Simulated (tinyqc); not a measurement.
Conductivity against temperature: Debye-Callaway model of lattice thermal conductivity. Computed by tinyqc, a small Python program. Command: `OMP_NUM_THREADS=1 python tinyqc.py 3023147 3023148 out.jsonl callaway walk`. One thread of a shared host (Intel(R) Xeon(R) Processor @ 2.30GHz), about 0.01 s of CPU time with the checks.

Three acoustic branches with one velocity v, cut at omega_D = k_B Theta/hbar; x = hbar omega/(k_B T). v and Theta are separate inputs: Theta cuts off the heat-carrying modes, so C need not reach 3 k_B/V. gamma is an effective value that sets the umklapp rate.

Inputs (values chosen for the exercise, modelled on indium phosphide):
```
quantity                                value        unit
sound velocity v                         3340         m/s
Debye temperature Theta                   327           K
volume per atom V                        25.3  angstrom^3
mean atomic mass M                       72.9           u
effective Grueneisen parameter gamma     1.76           -
umklapp exponent divisor b                  2           -
mass variance Gamma                   1.3e-05           -
Casimir length L                         1500  micrometre
```

Sample: crystal. Point defects: isotopes. Normal processes: left out.

Constants: k_B = 1.380649e-23 J/K; hbar = 1.054571817e-34 J s; u = 1.6605390666e-27 kg.

Method:
- Gamma is given directly by the isotope mixture. A = V Gamma/(4 pi v^3).
- Rates: point defects A omega^4; umklapp B omega^2 T exp(-Theta/(b T)) with B = hbar gamma^2/(M v^2 Theta). Boundaries: v/L.
- kappa_1 = c int tau_C g dx, g = x^4 e^x/(e^x - 1)^2, c = (k_B/(2 pi^2 v)) (k_B T/hbar)^3, over 0 < x < min(Theta/T, 40), by 96 Gauss-Legendre points in s with x = x_max s^2; tau_C = tau_R, the inverse of the summed rates, and kappa = kappa_1.
- The boundary limit is C v^2/(3 x boundary rate), with C = 3 c int g dx / v^2.

Rayleigh coefficient A = 7.02449e-46 s^3

Kappa (W/(m K)):
```
T (K)  all processes  without point defects  boundary limit
3.3           193.96                 197.01          197.01
6.5           1302.8                 1505.5          1505.5
11            4417.2                 7296.0          7296.6
20             11307                  33799           43844
33            8083.7                  11877      1.9136e+05
56            1849.6                 2023.4      6.8900e+05
98            482.89                 494.78      1.4934e+06
160           185.31                 187.01      2.0139e+06
260           82.946                 83.281      2.2757e+06
430           40.341                 40.420      2.3901e+06
```

kappa peaks among these rows at 20 K (T/Theta = 0.061) with 11300 W/(m K). The exponent d ln kappa/d ln T is 2.81 at the cold end, the T^3 law of boundary scattering, and -1.43 at the hot end. Point defects cost most at 20 K, a factor 2.99.

Extremes, crossings and ranges named in words are read from the listed rows.
